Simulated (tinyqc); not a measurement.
Worked calculation: quasiparticle equation with a plasmon-pole self-energy for two band edges. Values are carried at full precision from step to step, so a last printed digit may differ when a step is redone from the rounded ones.

For each edge E = e + X + Sc(E), with the correlation part Sc(E) = A[0]/(E - a + w) + A[1]/(E - b - w); a and b are the valence and conduction energies that enter the Green function (a = ev, b = ec in the one-shot scheme). Z = 1/(1 - dSc/dE), dSc/dE = -A[0]/(E - a + w)^2 - A[1]/(E - b - w)^2.

Parameters, chosen for this exercise (scales of the order of those of AlN; shifted at random, so the results belong to these values and not to a real crystal):
```
symbol  value         unit  meaning
ev      0             eV    mean-field valence top
ec      4.23          eV    mean-field conduction edge
w       19.9          eV    pole energy
Av      (45.4, 23.1)  eV^2  weights of the valence state on the hole and electron poles
Ac      (28, 44)      eV^2  the same for the conduction state
Xv      -2.87         eV    exchange minus the mean-field potential, valence
Xc      1.85          eV    the same, conduction
```

## Linearised one-shot correction

Evaluate Sc and its slope at the mean-field energy; E = e + Z (X + Sc).

Terms:
```
edge        Sc (eV)   dSc/dE       Z  X + Sc (eV)   E (eV)
valence      1.3241  -0.1543  0.8663      -1.5459  -1.3392
conduction  -1.0507  -0.1592  0.8627       0.7993   4.9196
```

gap = 6.2588 eV
gap with Z = 1 = 6.5752 eV

The gap opens by 2.029 eV, 66 % of it by lowering the valence top. Setting Z = 1 would overshoot by 0.316 eV.

## Solving the equation for the conduction edge

Newton steps on f(E) = E - ec - Xc - Sc(E) from E = ec; the first step is the linearised result.

Iterates:
```
step   E (eV)   Sc (eV)     f (eV)
0     4.23000  -1.05067  -0.799326
1     4.91955  -1.16228   0.001829
2     4.91798  -1.16202   0.000000
3     4.91798  -1.16202   0.000000
```

The linearisation errs by +1.6 meV, as the shift is only 0.035 of the pole energy.

## All solutions for the valence state

Multiplying out gives a cubic; give its three roots and their weights Z.

roots (eV): -22.298  -1.332  24.990

weights: 0.1123  0.8567  0.0310

The weights add up to 1. The satellite below lies 20.97 eV from the main peak, 5 % more than w: this scheme places plasmon satellites too far out, and gives one where a cumulant form gives a series.

## Updating the energies in the Green function

Solve both equations exactly, put the results in place of a and b, and repeat five times; w is kept.

Cycles (eV):
```
cycle       Ev      Ec     gap
1      -1.3321  4.9180  6.2501
2      -1.4538  4.9368  6.3906
3      -1.4655  4.9343  6.3998
4      -1.4667  4.9337  6.4004
5      -1.4669  4.9336  6.4005
```

The update moves the gap by +150 meV from the one-shot value; each cycle shrinks the change to about 0.07 of the one before.

## Checks

- Sum of the weights of the three roots: both 1.000000.
- Newton result against the root by bisection (eV): both 4.91798.

Computed by tinyqc, a small Python program: `OMP_NUM_THREADS=1 python tinyqc.py 1851029 1851030 out.jsonl` (the numbers bound the seed that draws the inputs); one thread of a shared host (Intel(R) Xeon(R) Processor @ 2.30GHz), about 0.02 s for the whole set of steps.
